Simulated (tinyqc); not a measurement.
Worked calculation: precursor delivery by bubblers, mass-transport growth and the solid composition of a III-V alloy. Computed by tinyqc, a small Python program that keeps every step. Command: `OMP_NUM_THREADS=1 python tinyqc.py 3007455 3007456 out.jsonl movpe_thermo walk`. One thread of a shared host (Intel(R) Xeon(R) Processor @ 2.30GHz), about 0.01 s of CPU time with the checks. Intermediate numbers are printed to about 5 digits and carried at full precision; extremes and crossings named in words are read from the listed rows.

1 sccm = 44.615 micromol/min; 1 torr = 133.322 Pa. The sources decompose fully at the surface.

Inputs (values chosen for the exercise, modelled on trimethylgallium (source 1) and trimethylindium (source 2) for the vapour pressures):

| quantity | value | unit |
|---|---|---|
| bath temperature T1 | 273 | K |
| bath temperature T2 | 300 | K |
| bubbler pressure p_b | 760 | torr |
| carrier flow F1 | 2.5 | sccm |
| carrier flow F2 | 67 | sccm |
| total flow F_t | 6.1 | slm |
| group-V flow F_V | 160 | sccm |
| reactor pressure p | 76 | torr |
| growth temperature T | 1060 | K |
| diffusivity at 273 K and 760 torr | 0.39 | cm^2/s |
| flow cross-section A | 16 | cm^2 |
| distance from the leading edge z | 11 | cm |
| lattice constant a | 5.6 | angstrom |
| interaction L0 of the solid | 10.5 | kJ/mol |
| log10 of p_B,eq over pure BC at 1000 K and 1 torr of group V (exaggerated: liquid indium has about -4.1) | -3.7 | log10 torr |
| enthalpy of that equilibrium H | 319 | kJ/mol |

Alloy: mixing on the group-III sites, with desorption of B.

constants a, b of source 1 (log10 torr, K): 8.093  1703

constants a, b of source 2 (log10 torr, K): 10.52  3014

Constants: k_B = 1.380649e-23 J/K; R = 8.314462618 J/(mol K).

## Bubblers

log10 p_v = a - b/T_bath; molar flow = F x 44.615 x p_v/(p_b - p_v) for a saturated bubbler.

vapour pressure 1 = 71.599 torr

molar flow 1 = 11.601 micromol/min

vapour pressure 2 = 2.9739 torr

molar flow 2 = 11.743 micromol/min

One kelvin of bath error changes flow 1 by 5.8 % and flow 2 by 7.7 %.

## Partial pressures in the reactor

p_i = p n_i/(44615 F_t), F_t in slm; p_V = p F_V/(1000 F_t), counted per molecule supplied; V/III = 44.615 F_V/(n1 + n2); vapour fraction of source 2 = n2/(n1 + n2).

p_1 = 0.0032396 torr

p_2 = 0.0032793 torr

p_V = 1.9934 torr

V/III ratio = 305.80

vapour fraction of source 2 = 0.50305

## Mass transport

Mean velocity u = (F_t/A)(760/p)(T/273); D = D0 (T/273)^1.75 (760/p); boundary layer delta = sqrt(pi D z/u); flux = D dp/(delta k_B T); growth rate = flux x a^3/4.

velocity u = 246.72 cm/s

D = 41.886 cm^2/s

boundary layer delta = 2.4222 cm

growth rate per torr of group III = 248.99 micrometre/(h torr)

Caution: the boundary layer is a quarter or more of the root of the cross-section, so it fills much of the channel and depletion along the flow matters.

## Solid composition

A sticks fully. B desorbs: its surface pressure is p_B* = x gamma_B K/sqrt(p_V), ln gamma_B = L0 (1 - x)^2/(R T), K = 10^(log10 K at 1000 K) exp[-(H/R)(1/T - 1/1000)], p_V in torr. With equal diffusivities x = (p_2 - p_B*)/(p_1 + p_2 - p_B*). Growth rate = rate per torr x p_1/(1 - x).

K/sqrt(p_V) = 0.0012398 torr

solid fraction x = 0.43465

share of B incorporated, 1 - p_B*/p_2 = 0.75951

growth rate = 1.4268 micrometre/h

Only 76 % of the B supplied is built in; more group V or a lower T would raise it.

## Incorporation against temperature

A sticks fully. B desorbs: its surface pressure is p_B* = x gamma_B K/sqrt(p_V), ln gamma_B = L0 (1 - x)^2/(R T), K = 10^(log10 K at 1000 K) exp[-(H/R)(1/T - 1/1000)], p_V in torr. With equal diffusivities x = (p_2 - p_B*)/(p_1 + p_2 - p_B*).

At fixed flows:

| T (K) | K/sqrt(p_V) (torr) | x | share of B incorporated, 1 - p_B*/p_2 |
|---|---|---|---|
| 935 | 9.8139e-06 | 0.50252 | 0.99790 |
| 980 | 6.4587e-05 | 0.49963 | 0.98641 |
| 1022 | 3.2276e-04 | 0.48590 | 0.93370 |
| 1053 | 9.7468e-04 | 0.44985 | 0.80778 |
| 1089 | 3.2506e-03 | 0.31759 | 0.45976 |
| 1124 | 9.7367e-03 | 0.12222 | 0.13755 |
| 1165 | 3.2369e-02 | 0.03562 | 0.03649 |
| 1225 | 1.6243e-01 | 0.00726 | 0.00722 |

x equals the vapour fraction 0.503 while gamma_B K/sqrt(p_V) is small against p_1 + p_2 = 0.0065 torr and falls once it is not. Between the last rows the apparent energy R d ln x/d(1/T) is 315 kJ/mol, against H = 319.

Checks made by the program: the sensitivity to the bath against a difference (relative difference below 1e-10).
